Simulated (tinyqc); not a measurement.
# Phonon and roughness prefactors from two fields

Inverse problem. At 300 K and high field 1/mu = E^(1/3)/Ap + E^gs/As, E in MV/cm. Find Ap and As.

Inputs (values chosen for the exercise): exponent of the roughness term gs = 2.

mu at E = 0.56 and 1.1 MV/cm (cm^2/(V s)): 460.84403  291.16648

Answer. Two linear equations in 1/Ap and 1/As.

Ap = 435.0 cm^2/(V s)
As = 1140 cm^2/(V s)

Numbers from tinyqc (`OMP_NUM_THREADS=1 python tinyqc.py 2510135 2510136 out.jsonl`; about 0.01 s on one thread of a shared Intel Xeon 2.30GHz).
